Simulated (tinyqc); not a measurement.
## Trap density from the barrier height

Question. In a partly depleted grain with all boundary traps filled, 2 N W = Qt and VB = q N W^2/(2 eps0 eps_r). Find Qt, W and the doping at which VB would equal Vt.

Values chosen for this exercise:

| symbol | value | unit | meaning |
|---|---|---|---|
| T | 300 | K | temperature |
| eps_r | 11.7 |  | relative permittivity |

Constants: q = 1.602176634e-19 C, kB = 1.380649e-23 J/K, Vt = kB T/q, eps0 = 8.8541878128e-14 F/cm where lengths are in cm. Results are converted to the units shown.

doping = 2.5e18 cm^-3
barrier height = 0.13640943 V

Answer. Eliminating W gives VB = q Qt^2/(8 eps0 eps_r N), which falls as 1/N.

Qt = 4.20e12 cm^-2
W = 8.40 nm
doping for VB = Vt = 1.32e19 cm^-3

tinyqc, about 0.01 s, one thread, Intel Xeon 2.30GHz (shared host): `OMP_NUM_THREADS=1 python tinyqc.py 2830034 2830035 out.jsonl`
